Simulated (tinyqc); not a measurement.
Worked calculation: shallow acceptor in the spherical model (Baldereschi-Lipari), strong spin-orbit limit. Computed by tinyqc, a small Python program that keeps every step. Command: `OMP_NUM_THREADS=1 python tinyqc.py 3000497 3000498 out.jsonl acceptor walk`. One thread of a shared host (Intel(R) Xeon(R) Processor @ 2.30GHz), about 0.01 s of CPU time with the checks. Intermediate numbers are printed to about 6 digits and carried at full precision; extremes and crossings named in words are read from the listed rows.

The 1S(3/2) state has an s envelope f(r) and a d envelope g(r). In effective units they obey -(f'' + 2f'/r + 2f/r) + mu (g'' + 5g'/r + 3g/r^2) = E f and -(g'' + 2g'/r - 6g/r^2 + 2g/r) + mu (f'' - f'/r) = E g. The cubic term, the split-off band and the central cell are left out.

Inputs (values chosen for the exercise, modelled on GaP):
```
quantity                  value  unit
Luttinger gamma_1             4     -
Luttinger gamma_2         0.488     -
Luttinger gamma_3          1.26     -
dielectric constant eps      11     -
spin-orbit gap Delta_so    77.9   meV
functions per channel n       3     -
smallest exponent zeta_1   0.92  1/a*
ratio beta of exponents     2.7     -
```

Constants: Ry = 13.605693123 eV; a_0 = 0.529177210903 angstrom.

## Effective units and couplings

Ry* = Ry/(gamma_1 eps^2), a* = a_0 eps gamma_1, mu = (6 gamma_3 + 4 gamma_2)/(5 gamma_1), delta = (gamma_3 - gamma_2)/gamma_1; spherical masses 1/(gamma_1 (1 - mu)) (heavy) and 1/(gamma_1 (1 + mu)) (light).

Ry* = 28.1109 meV

a* = 23.2838 angstrom

mu = 0.4756

delta = 0.193

heavy-hole mass = 0.476735 m_0

light-hole mass = 0.169423 m_0

Caution: gamma_3 and gamma_2 differ by more than 0.17 gamma_1: band warping, left out here, adds several per cent to the binding.

## Matrices in a small basis

zeta_i = zeta_1 beta^(i-1), i = 1..n, in both channels. Basis: f_i = exp(-zeta_i r), g_i = r exp(-zeta_i r), weight r^2 dr, s = zeta_i + zeta_j. S_ff = 2/s^3, H_ff = zeta_i zeta_j S_ff - 2/s^2; S_gg = 24/s^5, H_gg = 8/s^3 + 24 zeta_i zeta_j/s^5 - 12/s^4; H(f_i, g_j) = mu (6 zeta_i^2/s^4 + 2 zeta_i/s^3); S_fg = 0. Each function is normalised by sqrt(S_ii).

H (Ry*), lower triangle (symmetric):
```
           f1        f2       f3       g1       g2       g3
f1    -0.9936
f2  -0.783884  1.202256
f3  -0.402570   5.23343  31.5676
g1   0.581028   1.40227  1.70364  1.05493
g2   0.796204   4.23569  10.2225  2.45748  11.9133
g3   0.637737   5.80432  30.8782  2.55023  22.2334  98.2493
```

S, lower triangle (symmetric):
```
         f1       f2       f3       g1       g2       g3
f1  1.00000
f2  0.70070  1.00000
f3  0.27639  0.70070  1.00000
g1  0.00000  0.00000  0.00000  1.00000
g2  0.00000  0.00000  0.00000  0.55278  1.00000
g3  0.00000  0.00000  0.00000  0.11727  0.55278  1.00000
```

## Lowest level in the small basis

H c = E S c with c^T S c = 1 and the largest component positive; the d weight is the part of the norm in g.

E = -1.23543 Ry*

coefficients: f1 0.730967, f2 0.299276, f3 -0.027244, g1 -0.254133, g2 -0.078411, g3 0.011256

d weight = 0.0912423

## Converged levels

Large basis: zeta_i = 0.08 x 1.55^(i-1), i = 1..20 in each channel; overlap eigenvalues below 1e-11 are dropped. Binding energies are -E Ry*; the mass that fits is E(1S) eps^2/Ry.

1S(3/2) binding in Ry* = 1.26189

1S(3/2) binding energy = 35.4730 meV

2S(3/2) binding energy = 9.69658 meV

d weight of 1S(3/2) = 0.0989805

Hydrogenic mass that fits = 0.315473 m_0

The small basis recovers 97.9 % of the binding. The ratio 2S/1S is 0.273 against the hydrogenic 0.25. The fitted mass is 66 % of the heavy-hole mass. Caution: the binding exceeds a fifth of the spin-orbit gap Delta_so, so the split-off band, left out, matters.

## One mass for the acceptor?

Hydrogenic binding Ry m/eps^2; the density-of-states mass is (m_H^(3/2) + m_L^(3/2))^(2/3); errors are against the large basis.

1S binding energy:
```
mass                     value (m_0)  binding (meV)  error (%)
light hole                  0.169423        19.0505   -46.2958
1/gamma_1                   0.250000        28.1109   -20.7540
mean of heavy and light     0.323079        36.3282     2.4108
heavy hole                  0.476735        53.6059    51.1174
density of states           0.541890        60.9322    71.7705
```

The coupled result, 35.47 meV, lies between the 1/gamma_1 value (no coupling) and the heavy-hole value; the closest single rule here is "mean of heavy and light", off by +2.4 %.

## Binding against mu

The formulas are those given above.

1S(3/2):
```
mu    binding (Ry*)  d weight  binding x (1 - mu)
0.10        1.00907  0.004236            0.908167
0.14        1.01796  0.008315            0.875445
0.29        1.08242  0.036026            0.768520
0.48        1.26820  0.100884            0.659466
0.50        1.29854  0.109789            0.649270
0.80        2.58020  0.298280            0.516040
0.90        4.76833  0.388180            0.476833
0.95        9.14465  0.440016            0.457233
```

The binding grows from 1.009 to 9.14 Ry*, slowly at first (second order in mu), while the d weight rises to 0.44. The last column, the binding in units of the heavy-hole Rydberg, falls to 0.457, towards about 0.44 as mu tends to 1.

Checks made by the program: mu = 0 against hydrogen, 1 and 1/4 (relative difference 4e-06); the coupling element from the adjoint operator (relative difference below 1e-10).
